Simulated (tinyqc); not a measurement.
Deformation-potential model of the Delta valleys of a conduction band: sweeps and comparisons. A value that a table varies takes the place of the one given here.

Valleys with axes along x, y and z, each a pair at +k and -k. Herring-Vogt shift of a valley with unit axis a: dE = Xd tr(e) + Xu a.e.a. Non-degenerate shares n_i = exp(-dE_i/kT)/sum_j exp(-dE_j/kT). Inverse mass tensor of a valley: (1 - a a)/mt + a a/ml; the masses are taken as independent of strain.

s11 = (C11 + C12)/((C11 - C12)(C11 + 2 C12)), s12 = -C12/((C11 - C12)(C11 + 2 C12)), s44 = 1/C44; exx = s11 sxx + s12 (syy + szz) and cyclic, exy = s44 sxy/2; tension is positive. A uniaxial stress X along the unit vector n is s_ij = X n_i n_j.

Constants: kB = 8.617333262e-05 eV/K.

Values chosen for the exercise (near those of Si; the results hold for these values, not for the real material): ml = 0.922 m0 (longitudinal mass); mt = 0.195 m0 (transverse mass); Xd = 1.03 eV (dilation potential); Xu = 8.68 eV (uniaxial potential); C11 = 168.2 GPa; C12 = 62.6 GPa; C44 = 79.8 GPa; load = uniaxial [110] (kind of stress); T = 400 K (temperature); X1 = 0.4 GPa (size of the stress); X = 0.36 GPa (stress).

## Sweep of a uniaxial [110] stress

m_c = 1/(u.M.u) along [1-10] with M = sum_i n_i (inverse mass tensor); gain against zero stress at a fixed scattering time.

Results:
```
X (GPa),spread (meV),lowest edge (meV),n x,n y,n z,m_c (m0),gain (%)
-1.50,61.6,-40.6,0.461,0.461,0.077,0.3065,-13.7
-0.75,30.8,-20.3,0.415,0.415,0.170,0.2899,-8.7
-0.30,12.3,-8.1,0.370,0.370,0.259,0.2755,-4.0
0.00,0.0,0.0,0.333,0.333,0.333,0.2645,0.0
0.30,12.3,-4.2,0.292,0.292,0.417,0.2532,4.5
0.75,30.8,-10.5,0.225,0.225,0.550,0.2370,11.6
1.50,61.6,-21.0,0.125,0.125,0.749,0.2164,22.3
```

How do the results move?

Along [1-10] the gain is -13.7 % at -1.50 GPa and +22.3 % at 1.50 GPa. The slope at zero stress (from +/- 0.001 GPa), +14.2 % per GPa, carried to the ends would give -21 and +21 %; the response is lopsided, at one end still at or above the line; it saturates once the spread passes a few kT (kT = 34.5 meV, spread up to 62 meV).

## Gain for each load and current direction

Each load has the size X1. Gain m_c(0)/m_c - 1 in per cent from repopulation alone, m_c = 1/(u.M.u), M = sum_i n_i (inverse mass tensor); biaxial means sxx = syy.

Gain (%); + is tension, - compression:
```
load,[100],[010],[001],[110],[1-10],[111]
uniaxial [110] (+),6.0,6.0,-12.1,6.0,6.0,0.0
uniaxial [110] (-),-5.2,-5.2,10.3,-5.2,-5.2,0.0
uniaxial [100] (+),18.4,-9.2,-9.2,4.6,4.6,0.0
uniaxial [100] (-),-24.8,12.4,12.4,-6.2,-6.2,0.0
uniaxial [111] (+),0.0,0.0,0.0,0.0,0.0,0.0
uniaxial [111] (-),0.0,0.0,0.0,0.0,0.0,0.0
biaxial (001) (+),12.4,12.4,-24.8,12.4,12.4,0.0
biaxial (001) (-),-9.2,-9.2,18.4,-9.2,-9.2,0.0
```

What can be read from the table?

The largest gain is +18.4 %, for uniaxial [100] (+) with the current along [100] and biaxial (001) (-) with the current along [001]; for a [110] channel it is +12.4 %, under biaxial (001) (+). No gain or loss appears under uniaxial [111]: the valleys stay equivalent (in real silicon shear also changes the masses, which this model leaves out).

## Temperature and repopulation

The load is fixed; m_c along [1-10] as 1/(u.M.u).

Results:
```
T (K),kT (meV),n x,n y,n z,m_c (m0)
50,4.31,0.030,0.030,0.939,0.1998
77,6.64,0.089,0.089,0.823,0.2096
150,12.93,0.195,0.195,0.611,0.2303
225,19.39,0.241,0.241,0.517,0.2408
300,25.85,0.265,0.265,0.470,0.2465
400,34.47,0.283,0.283,0.434,0.2510
500,43.09,0.293,0.293,0.413,0.2537
```

What can be read from the table?

The largest share falls from 0.939 at 50 K to 0.413 at 500 K (equal shares: 0.333); m_c goes from 0.1998 to 0.2537, against 0.2645 without stress. Only spread/kT enters, so the small-stress response goes as 1/T.

## What each parameter does

Spread of the valley edges, lowest edge, largest share and m_c along [1-10]. Each row changes one parameter from the base and keeps the others.

Results:
```
case,spread (meV),lowest edge (meV),largest share,m_c (m0)
base,14.80,-5.05,0.4344,0.2510
ml = 0.738 m0,14.80,-5.05,0.4344,0.2462
mt = 0.234 m0,14.80,-5.05,0.4344,0.2966
Xd = 1.236 eV,14.80,-4.80,0.4344,0.2510
Xu = 6.944 eV,11.84,-3.79,0.4134,0.2537
C11 = 134.56 GPa,21.71,-9.04,0.4842,0.2448
C12 = 75.12 GPa,16.79,-6.76,0.4486,0.2492
C44 = 63.84 GPa,14.80,-5.05,0.4344,0.2510
X = 0.288 GPa,11.84,-4.04,0.4134,0.2537
T = 320 K,14.80,-5.05,0.4609,0.2476
```

How do the results move?

The largest shifts from the base row, up to three for each result and ties (the steps differ in size, so this ranks the rows, not the parameters). spread (meV): C11 +6.92, Xu -2.96, X -2.96; unchanged at the printed digits by ml, mt, Xd, C44 and T. lowest edge (meV): C11 -3.99, C12 -1.71, Xu +1.26; unchanged at the printed digits by ml, mt, C44 and T. largest share: C11 +0.0498, T +0.0265, Xu -0.0210, X -0.0210; unchanged at the printed digits by ml, mt, Xd and C44. m_c (m0): mt +0.0456, C11 -0.0062, ml -0.0047; unchanged at the printed digits by Xd and C44. Xd moves all valleys together, so it shifts the edge and nothing else.

(tinyqc, `OMP_NUM_THREADS=1 python tinyqc.py 1081345 1081346 out.jsonl`, Intel(R) Xeon(R) Processor @ 2.30GHz, 1 thread, shared host, about 0.03 s.)
